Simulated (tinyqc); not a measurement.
Matthiessen's rule against the full average: mobility of a non-polar semiconductor in the relaxation-time approximation. Computed by tinyqc, a small Python program. Command: `OMP_NUM_THREADS=1 python tinyqc.py 3013599 3013600 out.jsonl rta walk`. One thread of a shared host (Intel(R) Xeon(R) Processor @ 2.30GHz), about 0.01 s of CPU time with the checks.

Each valley is treated as a sphere of mass m_d for states and rates, with one isotropic relaxation time; the conductivity mass m_c sets the current.

Inputs (values chosen for the exercise, modelled on electrons in germanium): longitudinal mass m_l = 1.55 m_0; transverse mass m_t = 0.0831 m_0; equivalent valleys Z = 4; static permittivity eps_s = 16; density rho = 5323 kg/m^3; sound velocity v_l = 5230 m/s; acoustic deformation potential D_A = 11 eV; phonon energy hbar w = 30.6 meV; optical or intervalley deformation potential D_o = 5.2 1e8 eV/cm; final valleys Z_f = 3; carrier density n = 2.4e+16 1/cm^3; compensation ratio C = 0; temperature T = 300 K.

Band: parabolic. Impurity formula: Brooks-Herring. Further scattering: none.

Constants: k_B = 8.617333262e-05 eV/K; m_0 = 9.1093837015e-31 kg; e = 1.602176634e-19 C; hbar = 1.054571817e-34 J s; eps_0 = 8.8541878128e-12 F/m; k_B = 1.380649e-23 J/K; hbar = 6.582119569e-16 eV s.

Method:
- m_d = (m_l m_t^2)^(1/3); 1/m_c = (1/m_l + 2/m_t)/3; Hall mass factor A = 3 K_m (K_m + 2)/(2 K_m + 1)^2, K_m = m_l/m_t; N_I = n (1 + C)/(1 - C).
- Parabolic band: E = hbar^2 k^2/(2 m), speed v = hbar k/m, states per spin, volume and energy g(E) = m k/(2 pi^2 hbar^2). Here m = m_d. Masses are multiplied by m_0 and all formulas are in SI units.
- The reduced Fermi level eta = E_F/(k_B T) solves n = 2 Z int g f dE with f = 1/(1 + exp(x - eta)) (Z = 1 unless valleys are given); screening length L_s = sqrt(eps_s eps_0 k_B T/(e^2 dn/deta)), dn/deta = 2 Z int g f (1 - f) dE.
- Integrals over x = E/(k_B T) use 160 Gauss-Legendre points in u = sqrt(x) from 0 to sqrt(max(eta, 0) + 32).
- Phonon occupation N_q = 1/(exp(hbar w/(k_B T)) - 1).
- Acoustic deformation potential (elastic, equipartition, absorption and emission together): 1/tau = 2 pi k_B T D_A^2 g(E)/(hbar rho v_l^2).
- Optical or intervalley deformation potential: 1/tau = (pi Z_f D_o^2/(rho w)) [N_q g(E + hbar w) + (N_q + 1) g(E - hbar w)], with g = 0 below the band edge.
- Each optical term is multiplied by (1 - f(E'))/(1 - f(E)), E' the final energy, for Pauli blocking.
- Singly charged impurities, momentum relaxation: 1/tau = N_I e^4 m (1 + 2 alpha E) Phi/(8 pi (eps_s eps_0)^2 hbar^3 k^3), with alpha = 0 for a parabolic band.
- Brooks-Herring: Phi = ln(1 + b) - b/(1 + b), b = 4 k^2 L_s^2.
- mu = (m_d/m_c) (2 Z e/(3 n k_B T)) int g v^2 tau f (1 - f) dE.
- Averages over x are split at the emission threshold x_0 = hbar w/(k_B T): 64 Gauss-Legendre points in sqrt(x) below it and 128 in sqrt(x - x_0) above it, up to x = max(eta, 0) + 32.
- Rates are added at each energy before the average. With <y> = int g v^2 y f (1 - f) dE: Hall factor r_H = A (3 n k_B T/(2 Z m_d)) <tau^2/(1 + 2 alpha E)>/<tau>^2 (alpha = 0 for a parabolic band); Hall mobility r_H mu; |S| = (k_B/e) (<x tau>/<tau> - eta); resistivity 1/(n e mu).
- Matthiessen's rule adds 1/mu of the separate processes.

acoustic mobility = 5852.22 cm^2/(V s)

optical mobility = 10564.8 cm^2/(V s)

ionised impurity mobility = 107500 cm^2/(V s)

drift mobility mu = 3114.45 cm^2/(V s)

Separate mobilities:
```
process           mu (cm^2/(V s))  share of the sum of 1/mu (%)
acoustic               5.8522e+03                        62.174
optical                1.0565e+04                        34.441
ionised impurity       1.0750e+05                         3.385
```

mobility by Matthiessen's rule = 3638.6 cm^2/(V s)

excess of Matthiessen's rule over the full mu = 16.829 %

What does the comparison show, and why?

The rule gives 3639 against the full 3114, 16.8 % too high; it can only overestimate, since each separate average is carried by the energies where that process is weak. The error is large because acoustic and optical scattering both carry weight and depend on energy in different ways.
